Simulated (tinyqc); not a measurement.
Inside a calculation: six-band Luttinger-Kohn model with strain. Values are carried at full precision from step to step, so a last printed digit may differ when a step is redone from the rounded ones.

Constants: hbar^2/2m0 = 3.80998211 eV angstrom^2.

Inputs chosen for the exercise (near those of Ge; shifted at random, so the results belong to these values and not to a real crystal):
```
symbol  value               unit        meaning
C11     127.6               GPa
C12     48.4                GPa
C44     67.1                GPa
load    uniaxial [110]                  kind of stress
X       -0.38               GPa         stress
Dso     0.292               eV          spin-orbit splitting
g1      13.39                           Luttinger gamma1
g2      4.23                            gamma2
g3      5.68                            gamma3
av      1.24                eV          valence hydrostatic potential
b       -2.53               eV          tetragonal shear potential
d       -5.35               eV          trigonal shear potential
k       (-0.023, 0.035, 0)  1/angstrom  wave vector
kmax    0.03                1/angstrom  end of the path
```

## Strain from a uniaxial [110] stress

s11 = (C11 + C12)/((C11 - C12)(C11 + 2 C12)), s12 = -C12/((C11 - C12)(C11 + 2 C12)), s44 = 1/C44; exx = s11 sxx + s12 (syy + szz) and cyclic, exy = s44 sxy/2; tension is positive. A uniaxial stress X along the unit vector n is s_ij = X n_i n_j.

s11, s12, s44 (1/TPa): [9.9030, -2.7233, 14.9031]

strain tensor, rows x, y, z and columns alike:
```
[[-0.001364, -0.001416, 0.000000],
 [-0.001416, -0.001364, 0.000000],
 [0.000000, 0.000000, 0.001035]]
```

The volume changes by -0.169 %; there is shear in the cubic axes, so d enters.

## The terms P, Q, R, S at one k

P = c g1 k^2 - av tr(e); Q = c g2 (kx^2 + ky^2 - 2 kz^2) - (b/2)(exx + eyy - 2 ezz); R = c sqrt3 [-g2 (kx^2 - ky^2) + 2i g3 kx ky] + (sqrt3/2) b (exx - eyy) - i d exy; S = 2 c sqrt3 g3 (kx - i ky) kz - d (exz - i eyz); c = hbar^2/2m0, e the strain tensor (not engineering shear).

Form the four terms.

Terms (eV):
```
term            from k  from strain
P              0.08948      0.00210
Q              0.02827     -0.00607
R     0.01943-0.06035i    -0.00757i
S              0.00000      0.00000
```

## The Hamiltonian

Six-band Luttinger-Kohn model in the basis |3/2,3/2>, |3/2,1/2>, |3/2,-1/2>, |3/2,-3/2>, |1/2,1/2>, |1/2,-1/2>, electron energies, zero at the top of the unstrained valence band. H = -[rows: (P+Q, -S, R, 0, -S/r2, r2 R); (-S*, P-Q, 0, R, -r2 Q, r32 S); (R*, 0, P-Q, S, r32 S*, r2 Q); (0, R*, S*, P+Q, -r2 R*, -S*/r2); (-S*/r2, -r2 Q, r32 S, -r2 R, P+Dso, 0); (r2 R*, r32 S*, r2 Q, -S/r2, 0, P+Dso)], r2 = sqrt(2), r32 = sqrt(3/2). Levels are twofold.

Each term is the sum of its two parts.

H(k) (eV), rows 3/2,3/2, 3/2,1/2, 3/2,-1/2, 3/2,-3/2, 1/2,1/2, 1/2,-1/2 and columns alike:
```
[[-0.1138, 0, -0.0194+0.0679i, 0, 0, -0.0275+0.0961i],
 [0, -0.0694, 0, -0.0194+0.0679i, 0.0314, 0],
 [-0.0194-0.0679i, 0, -0.0694, 0, 0, -0.0314],
 [0, -0.0194-0.0679i, 0, -0.1138, 0.0275+0.0961i, 0],
 [0, 0.0314, 0, 0.0275-0.0961i, -0.3836, 0],
 [-0.0275-0.0961i, 0, -0.0314, 0, 0, -0.3836]]
```

## Levels and their make-up

Diagonalise H. The weights add +m and -m and are averaged over each pair; m is taken along z.

levels from the top, each twofold (eV): [-0.0138, -0.1286, -0.4244]

weights, rows |3/2,+-3/2>, |3/2,+-1/2>, |1/2,+-1/2>; columns top, second, third:
```
[[0.415, 0.474, 0.111],
 [0.573, 0.405, 0.022],
 [0.012, 0.121, 0.867]]
```

The top pair is 57 % |3/2,+-1/2>, the second pair is 47 % |3/2,+-3/2> and the third pair is 87 % |1/2,+-1/2>.

## Band edges at k = 0
Diagonalise H at k = 0. The weights add +m and -m (m along z) and are averaged over each pair.

edges from the top (eV): [0.0082, -0.0118, -0.2947]

weights at k = 0, rows |3/2,+-3/2>, |3/2,+-1/2>, |1/2,+-1/2>; columns top, second, third:
```
[[0.806, 0.193, 0.001],
 [0.192, 0.807, 0.001],
 [0.002, 0.000, 0.998]]
```

The stress splits the top two pairs by 20.0 meV, 0.77 times kT at 300 K (25.85 meV); the third lies 302.9 meV below the top, against Dso = 292 meV without stress.

## Polarisation of the edge transitions

In the basis X, Y, Z times spin, H(k = 0) has -Dso/3 + l exx + m (eyy + ezz) on the diagonal (cyclic) and n exy off it, l = av + 2 b, m = av - b, n = sqrt(3) d. Spin-orbit term (Dso/3) L.sigma on X, Y, Z with (L_k)_ij = -i epsilon_kij: <X+|H|Y+> = -i Dso/3, <X+|H|Z-> = Dso/3, <Y+|H|Z-> = -i Dso/3, <Z+|H|X-> = -Dso/3, <Z+|H|Y-> = i Dso/3, <X-|H|Y-> = i Dso/3, and their conjugates; + and - are the spin along z. The strength of a transition to an s-like conduction level for light polarised along the unit vector u is the weight of the orbital ux X + uy Y + uz Z in the valence state, summed over spin and averaged over the pair.

strain block of X, Y, Z (eV), rows X, Y, Z and columns alike:
```
[[0.00397, 0.01312, 0],
 [0.01312, 0.00397, 0],
 [0, 0, -0.01424]]
```

Relative strengths:
```
polarisation    top  second  third
[100]         0.445   0.236  0.320
[010]         0.445   0.236  0.320
[001]         0.111   0.529  0.361
[110]         0.704   0.004  0.292
[1-10]        0.185   0.467  0.348
[111]         0.506   0.179  0.315
```

The top pair is strongest for light along [110] (0.704) and weakest along [001] (0.111); without strain every direction has 1/3 on average over the fourfold top. For each polarisation the three pairs add up to 1.

## Hole masses at the edges

Curvature at k = 0: m/m0 = -2 c h^2/(E(h u) + E(-h u) - 2 E(0)) with h = 0.0002 1/angstrom along the unit vector u.

Hole masses (m0):
```
direction    top  second  third
[110]      0.040   0.332  0.083
[1-10]     0.136   0.053  0.071
[100]      0.062   0.092  0.077
[001]      0.129   0.054  0.071
```

Of the directions listed, the top pair is lightest along [110] (0.040) and heaviest along [1-10] (0.136). These masses hold only for hole energies well below the splitting of 20 meV.

## Bands along [100] and [001]

Six points from 0 to kmax in each direction.

Levels (eV):
```
direction  |k| (1/angstrom)      top   second    third  top, no stress  second, no stress
[100]                 0.000   0.0082  -0.0118  -0.2947          0.0000             0.0000
[100]                 0.006   0.0060  -0.0133  -0.2965         -0.0007            -0.0030
[100]                 0.012   0.0005  -0.0188  -0.3020         -0.0027            -0.0118
[100]                 0.018  -0.0062  -0.0301  -0.3116         -0.0061            -0.0262
[100]                 0.024  -0.0129  -0.0478  -0.3258         -0.0108            -0.0455
[100]                 0.030  -0.0199  -0.0705  -0.3455         -0.0169            -0.0687
[001]                 0.000   0.0082  -0.0118  -0.2947          0.0000             0.0000
[001]                 0.006   0.0072  -0.0143  -0.2967         -0.0007            -0.0030
[001]                 0.012   0.0044  -0.0221  -0.3026         -0.0027            -0.0118
[001]                 0.018   0.0003  -0.0353  -0.3129         -0.0061            -0.0262
[001]                 0.024  -0.0049  -0.0533  -0.3282         -0.0108            -0.0455
[001]                 0.030  -0.0113  -0.0753  -0.3495         -0.0169            -0.0687
```

## Checks

- Levels against the same model in the basis X, Y, Z times spin: they agree to 1e-10 or better.

Run: tinyqc, `OMP_NUM_THREADS=1 python tinyqc.py 1050506 1050507 out.jsonl`; Intel(R) Xeon(R) Processor @ 2.30GHz, one thread, shared host; about 0.2 s of CPU time with all checks.
